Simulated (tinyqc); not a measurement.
# Thin-film transistor with exponential tail and deep states, accumulation layer: effects of single changes

An undoped film in accumulation, thicker than the space-charge layer. With band bending psi the Fermi level lies E0 - psi below the band edge. Free electrons n = n0 exp(psi/Vt) carry the current; electrons in two exponential distributions of traps, a = a0 exp(psi/Va) and d = d0 exp(psi/Vp), do not. Linear regime, ohmic contacts, traps in equilibrium.

Values chosen for this exercise; values close to those of an organic semiconductor:
- T = 270 K (temperature)
- eps_r = 3.2 (relative permittivity of the semiconductor)
- Nc = 9.8e19 cm^-3 (density of extended states)
- mb = 3.5 cm^2/(V s) (band mobility)
- Nt = 7.6e19 cm^-3 (total density of tail states)
- Tt = 390 K (characteristic temperature of the tail)
- Nd = 3.6e17 cm^-3 (total density of deep states)
- Td = 1360 K (characteristic temperature of the deep states)
- E0 = 0.67 eV (bulk Fermi level below the band edge)
- Ci = 20 nF/cm^2 (gate capacitance)
- WL = 10 (ratio W/L)
- Vd = 0.05 V (drain voltage)
- Vg = 15 V (gate voltage above flat band)

Constants: q = 1.602176634e-19 C, kB = 1.380649e-23 J/K, Vt = kB T/q, eps0 = 8.8541878128e-14 F/cm where lengths are in cm. Results are converted to the units shown.

Each table varies one quantity; the others keep the values above.

## Effect of the total density of deep states

Va = kB Tt/q, Vp = kB Td/q; n0 = Nc exp(-E0/Vt), a0 = Nt th(T/Tt) exp(-E0/Va), d0 = Nd th(T/Td) exp(-E0/Vp), th(x) = pi x/sin(pi x). G(psi) = sum over the three kinds of c0 [V (exp(psi/V) - 1) - psi], field F = sqrt(2 q G/(eps0 eps_r)); Vg = psi + eps0 eps_r F/Ci at the surface. Total charge Q = Ci (Vg - psi_s); free charge Qf = q times the integral of n0 (exp(psi/Vt) - 1)/F over psi from 0 to psi_s; I = (W/L) mb Qf Vd; effective mobility mb Qf/Q.

Effect of the total density of deep states:
```
Nd (cm^-3)  E0 - psi_s (eV)  Q (nC/cm^2)  free share (%)  effective mobility (cm^2/(V s))  I (nA)
3.6e16              0.07144        288.0           8.995                           0.3148   45.34
8.7e16              0.07156        288.0           8.913                           0.3119   44.92
2.1e17              0.07184        288.0           8.727                           0.3054   43.99
5.1e17              0.07253        288.1           8.318                           0.2911   41.93
1.2e18              0.07415        288.1           7.511                           0.2629   37.87
3e18                0.07855        288.2           5.859                           0.2051   29.55
7.2e18              0.08978        288.4           3.324                           0.1164   16.78
```

What does the comparison show?

As Nd goes from 3.6e16 to 7.2e18 cm^-3, the free share falls from 9.00 to 3.32 %, the distance of the Fermi level from the edge rises from 0.0714 to 0.0898 eV and the current falls from 45.3 to 16.8 nA. Q varies by only 0.13 %: the gate sets the charge, the traps decide how much of it moves. In every row the th form, which assumes a Fermi level far below the edge, overcounts the filled tail at the surface by more than 15 %.

## Effect of the characteristic temperature of the tail

Same model as above.

Results:
```
Tt (K)  E0 - psi_s (eV)  Q (nC/cm^2)  free share (%)  effective mobility (cm^2/(V s))  I (nA)
340             0.07208        288.0           9.090                           0.3181   45.82
380             0.07179        288.0           8.760                           0.3066   44.16
420             0.07407        288.1           7.612                           0.2664   38.38
460             0.07775        288.2           6.264                           0.2192   31.59
500             0.08238        288.2           4.972                           0.1740   25.08
580             0.09373        288.5           2.898                           0.1014   14.63
620              0.1002        288.6           2.144                          0.07505   10.83
```

Estimate the missing row, Tt = 540 K.

Computed row:
```
Tt (K)  E0 - psi_s (eV)  Q (nC/cm^2)  free share (%)  effective mobility (cm^2/(V s))  I (nA)
540             0.08774        288.4           3.839                           0.1344   19.37
```

With this row back in the table: As Tt goes from 340 to 620 K, the free share falls from 9.09 to 2.14 %, the distance of the Fermi level from the edge goes from 0.0721 through a minimum of 0.0718 (at Tt = 380 K among the rows listed) to 0.100 eV and the current falls from 45.8 to 10.8 nA. Q varies by only 0.20 %: the gate sets the charge, the traps decide how much of it moves. For Tt = 340 to 500 K the th form, which assumes a Fermi level far below the edge, overcounts the filled tail at the surface by more than 15 %.

## Transfer curve

Same model as above.

The last column is d ln I/d ln Vg.

Transfer curve:
```
Vg (V)  E0 - psi_s (eV)  Q (nC/cm^2)  free share (%)  effective mobility (cm^2/(V s))    I (nA)  exponent
0.6              0.4423        7.447        0.001238                         4.334e-5  1.614e-4     6.290
0.98             0.3502        13.20         0.02021                         7.072e-4  0.004669     6.997
1.6              0.2675        23.95          0.2229                         0.007802   0.09343     4.984
2.6              0.2098        42.80          0.8946                          0.03131    0.6700     3.332
4.2              0.1661        73.92           2.092                          0.07321     2.706     2.584
6.9              0.1271        127.1           3.953                           0.1384     8.796     2.206
11              0.09347        208.5           6.414                           0.2245     23.40     2.005
18              0.05998        347.8           9.950                           0.3482     60.56     1.864
30              0.02679        587.1           14.82                           0.5188     152.3     1.750
```

Read the table: what changes, and by how much?

The current rises from 1.61e-4 to 152 nA and the free share rises from 0.00124 to 14.8 %; the exponent goes from 6.29 through a maximum of 7.00 (at Vg = 0.98 V among the rows listed) to 1.75. If one kind of trap held all the charge, I would go as Q^(2 Tx/T - 1): 9.07 for the deep states, 1.89 for the tail and 1 for free electrons alone. At Vg = 30 V the surface Fermi level is within 2 Vt of the band edge, where the exponential forms fail. For Vg = 6.9 to 30 V the th form, which assumes a Fermi level far below the edge, overcounts the filled tail at the surface by more than 15 %.

Program tinyqc, `OMP_NUM_THREADS=1 python tinyqc.py 2610137 2610138 out.jsonl`; Intel Xeon 2.30GHz, shared host, one thread, about 0.04 s.
